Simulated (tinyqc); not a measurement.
Carrier lifetime of an n-type layer with SRH, radiative, Auger and surface recombination: one step of the calculation.

Uniform excess density dn = dp (no trapping), n = n0 + dn, p = p0 + dn, Boltzmann statistics, full ionisation. Surfaces enter as a rate 2 S dn/d, which holds while diffusion to them is fast.

Task. New dn. With e = n p - ni^2 = dn (n0 + p0 + dn): U_SRH = e/(tp0 (n + n1) + tn0 (p + p1)), U_rad = B e, U_Aug = (Cn n + Cp p) e, U_s = 2 S dn/d. Substitution: tau = dn/U with U the sum, dn(new) = G tau.

Inputs (values chosen for the exercise); band and dielectric values close to those of cadmium telluride: radiative coefficient B = 1.97e-10 cm^3/s; Auger coefficient (two electrons) Cn = 1.2e-30 cm^6/s; Auger coefficient (two holes) Cp = 1.6e-30 cm^6/s; surface recombination velocity (both faces) S = 6 cm/s; sample thickness d = 3 um; generation rate G = 6.1e19 cm^-3 s^-1.

dn after iteration 1 = 1.0264274e14 cm^-3
n0 = 2.8e15 cm^-3
p0 = 2.0703741 cm^-3
n1 = 2.3158031e9 cm^-3
p1 = 2.5032558e6 cm^-3
tn0 = 1.9607843e-5 s
tp0 = 5.8823529e-4 s

Give: U_SRH; U_rad; U_Aug; U_s; tau; dn after iteration 2.

Result.

U_SRH = 1.743e17 cm^-3 s^-1
U_rad = 5.869e19 cm^-3 s^-1
U_Aug = 1.087e15 cm^-3 s^-1
U_s = 4.106e18 cm^-3 s^-1
tau = 1.630e-6 s
dn after iteration 2 = 9.942e13 cm^-3

Numbers from tinyqc (`OMP_NUM_THREADS=1 python tinyqc.py 2300055 2300056 out.jsonl`; about 0.01 s on one thread of a shared Intel Xeon 2.30GHz).
